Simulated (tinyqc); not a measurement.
Inside a calculation. Method: Hubbard chain of 4 sites. Computed by tinyqc, a small Python program that keeps every step. Settings: hopping = 1.85, U = 6.2, mixing = 1, iteration cap = 86. Command: `OMP_NUM_THREADS=1 python tinyqc.py 31658 31659 out.jsonl` (the two numbers bound the seeds that draw the settings). One thread of a shared host (Intel(R) Xeon(R) Processor @ 2.60GHz), about 0.2 s of CPU time with the checks. Later iterations appear only in the table of the cycle.

## Mean-field iteration 1

one-body matrix (hopping and site energies) (eV), order 1, 2, 3, 4:
$$\begin{pmatrix}
0.000000 & -1.850000 & 0.000000 & 0.000000 \\
-1.850000 & 0.000000 & -1.850000 & 0.000000 \\
0.000000 & -1.850000 & 0.000000 & -1.850000 \\
0.000000 & 0.000000 & -1.850000 & 0.000000
\end{pmatrix}$$

U = 6.200000 eV

electrons, up and down: [2, 2]

mixing = 1

n(up) at the start (a guess, not normalised): 1 0.550000, 2 0.450000, 3 0.550000, 4 0.450000

n(down) at the start (a guess): 1 0.450000, 2 0.550000, 3 0.450000, 4 0.550000

H(up) = T + U n(down), H(down) = T + U n(up); fill the lowest levels; n(new) = n + mixing (n(out) - n); E = tr T (rho up + rho down) + U sum n_up n_down of the output.

levels, up (eV): [0.090628, 1.915357, 4.284643, 6.109372]

levels, down (eV): [0.090628, 1.915357, 4.284643, 6.109372]

energy = -2.175877 eV

n(up) after iteration 1: 1 0.608913, 2 0.426566, 3 0.573434, 4 0.391087

n(down) after iteration 1: 1 0.391087, 2 0.573434, 3 0.426566, 4 0.608913

## Mean-field iteration 2

As before.

levels, up (eV): [0.057013, 1.807330, 4.392670, 6.142987]

levels, down (eV): [0.057013, 1.807330, 4.392670, 6.142987]

energy = -2.384859 eV

n(up) after iteration 2: 1 0.695415, 2 0.373653, 3 0.626347, 4 0.304585

n(down) after iteration 2: 1 0.304585, 2 0.626347, 3 0.373653, 4 0.695415

## Mean-field iteration 3

As before.

levels, up (eV): [-0.048786, 1.539808, 4.660192, 6.248786]

levels, down (eV): [-0.048786, 1.539808, 4.660192, 6.248786]

energy = -2.725885 eV

n(up) after iteration 3: 1 0.792282, 2 0.302348, 3 0.697652, 4 0.207718

n(down) after iteration 3: 1 0.207718, 2 0.697652, 3 0.302348, 4 0.792282

## Convergence

Each step fills the lowest levels of T + U n(other spin) and sets n(new) = n + mixing (n(out) - n); stop when output and input agree to 1e-8.

Course of the cycle:
```
iteration       E (eV)  largest |n(out) - n(in)|  mean |n_up - n_down|
1          -2.17587713                  5.89e-02              0.182347
2          -2.38485927                  8.65e-02              0.321762
3          -2.72588478                  9.69e-02              0.489934
4          -2.98003842                  6.66e-02              0.621070
5          -3.07476448                  4.12e-02              0.693561
6          -3.09785424                  2.06e-02              0.726906
7          -3.10231314                  8.99e-03              0.740997
8          -3.10307813                  3.70e-03              0.746732
9          -3.10320256                  1.49e-03              0.749028
10         -3.10322235                  5.93e-04              0.749941
11         -3.10322547                  2.35e-04              0.750303
12         -3.10322596                  9.32e-05              0.750447
13         -3.10322604                  3.69e-05              0.750504
14         -3.10322605                  1.46e-05              0.750526
15         -3.10322606                  5.78e-06              0.750535
16         -3.10322606                  2.29e-06              0.750538
17         -3.10322606                  9.06e-07              0.750540
18         -3.10322606                  3.59e-07              0.750540
19         -3.10322606                  1.42e-07              0.750541
20         -3.10322606                  5.62e-08              0.750541
21         -3.10322606                  2.23e-08              0.750541
22         -3.10322606                  8.81e-09              0.750541
```

local moments n_up - n_down: 1 0.822956, 2 -0.678126, 3 0.678126, 4 -0.822956

Converged in 22 iterations. Before convergence this energy mixes input and output and is not variational, so it may rise towards its limit.

## Exact diagonalisation (36 states)

Lowest levels of the sector, and the double occupancy of the lowest state.

lowest levels (eV): [-4.061764, -2.940798, -1.806339, -1.282851, -0.594367, 0.000000]

double occupancy per site = 0.102573

The mean-field solution above lies 0.9585 eV above the exact energy.

## The lowest level by Lanczos steps

From a random start vector (not printed): a_j = <q_j|H|q_j>, b_j = norm of the remainder after orthogonalising; the Ritz value is the lowest eigenvalue of the tridiagonal matrix of a and b so far.

Lanczos:
```
j   a_j (eV)  b_j (eV)  lowest Ritz value (eV)
1   5.171701  6.316847              5.17170148
2   4.211434  4.964414             -1.64350052
3   6.551657  5.025306             -3.13580846
4   6.133393  5.694773             -3.59941675
5   7.030445  5.577660             -3.84507041
6   6.295911  3.912693             -3.99619630
7   7.691225  5.081648             -4.03170962
8   6.065816  5.754423             -4.04449930
9   6.273226  4.623809             -4.05409584
10  6.376367  3.980785             -4.05915139
```
